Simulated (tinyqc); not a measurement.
Bloch-Grueneisen resistivity of a metal: one step, computed by the program tinyqc. Command: `OMP_NUM_THREADS=1 python tinyqc.py 3011849 3011850 out.jsonl bg walk`. One thread of a shared host (Intel(R) Xeon(R) Processor @ 2.30GHz), about 0.01 s of CPU time with the checks.

Electrons scatter from a Debye spectrum of phonons (n = 5 for scattering within one band, n = 3 for scattering into a second, heavy band) and from static defects.

Task: The integral and the phonon part. J_n(y) = int_0^y x^n e^x/(e^x - 1)^2 dx, by 96 Gauss-Legendre points (upper limit at most 60). rho_ph = (n - 1) rho_1 (T/Theta)^n J_n(Theta/T), with rho_1 = 2 pi lambda_tr k_B Theta/(hbar eps_0 w_p^2), the high-temperature line at T = Theta.

Inputs (values chosen for the exercise, modelled on iridium): exponent n = 5; Debye temperature Theta = 313 K; temperature T = 400 K.

Addition: saturation.

rho_1 = 5.629024 microohm cm

Give: Theta/T; J_n; phonon resistivity rho_ph.

Result:

Theta/T = 0.7825

J_n = 0.09061

phonon resistivity rho_ph = 6.954 microohm cm

This is 96.7 % of the straight line rho_1 T/Theta.
